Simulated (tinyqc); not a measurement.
Worked calculation: tight binding, honeycomb lattice. Computed by tinyqc, a small Python program that keeps every step. Settings: t1 = 1.19, t2 = 0.26, phi = 1.57, delta = 0, points = 6. Command: `OMP_NUM_THREADS=1 python tinyqc.py 21071 21072 out.jsonl` (the two numbers bound the seeds that draw the settings). One thread of a shared host (Intel(R) Xeon(R) Processor @ 2.60GHz), about 0.01 s of CPU time with the checks.

## Bloch Hamiltonian at k

Parameters chosen for this model:
```
parameter     value                        unit
t1         1.190000                 eV, nearest
t2         0.260000       eV, second neighbours
phi        1.570000  rad, phase of t2 (Haldane)
delta             0          eV, +/- on A and B
```

k point k (fractions of the reciprocal vectors): [0.420000, -0.330000]

H_AB = -t1 (1 + exp(-i k.a1) + exp(-i k.a2)); H_AA = delta - 2 t2 sum cos(k.b + phi), H_BB = -delta - 2 t2 sum cos(k.b - phi), b = a1, a2 - a1, -a2.

H(k) at k (eV), order A, B:
```
[[1.226753, 0.426092-0.469518i],
 [0.426092+0.469518i, -1.225629]]
```

## Levels at k

Diagonalise the Hermitian matrix.

eigenvalues (eV): [-1.379853, 1.380977]

weights |c|^2 of the basis functions, order A, B:
```
[[0.055861, 0.944139],
 [0.944139, 0.055861]]
```

## Bloch Hamiltonian at K

k point K (fractions of the reciprocal vectors): [0.333333, 0.666667]

As before.

H(k) at K (eV), order A, B:
```
[[1.351620, 0.000000],
 [0.000000, -1.350378]]
```

## Levels at K

As before.

eigenvalues (eV): [-1.350378, 1.351620]

weights |c|^2 of the basis functions, order A, B:
```
[[0.000000, 1.000000],
 [1.000000, 0.000000]]
```

## Bands along a path

The same steps at evenly spaced points between the labelled ones.

Bands along the path (eV):
```
k             band 1    band 2
G          -3.571242  3.568758
G-K 0.33   -3.017948  3.016536
G-K 0.67   -1.812714  1.813205
K          -1.350378  1.351620
K-M 0.33   -1.339116  1.340241
K-M 0.67   -1.252985  1.253907
M          -1.189586  1.190414
M-K' 0.33  -1.252985  1.253907
M-K' 0.67  -1.339116  1.340241
K'         -1.350378  1.351620
```

With 1 band(s) filled, the highest filled level on these points lies at M and the lowest empty one at M: a gap of 2.3800 eV, direct.

## Chern number of the lower band

On a 6 x 6 mesh, the phase of the product of overlaps around each plaquette (k1 then k2); the sum over 2 pi is an integer.

plaquette phases (rad):
```
[[0.000000, -0.009341, -0.166358, -0.233521, 0.073946, 0.031562],
 [-0.009341, -0.081806, -0.220426, -0.376649, 0.000000, 0.073946],
 [-0.166358, -0.220426, -0.562414, -0.664237, -0.376649, -0.233521],
 [-0.233521, -0.376649, -0.664237, -0.562414, -0.220426, -0.166358],
 [0.073946, 0.000000, -0.376649, -0.220426, -0.081806, -0.009341],
 [0.031562, 0.073946, -0.233521, -0.166358, -0.009341, 0.000000]]
```

Chern number = -1.000000
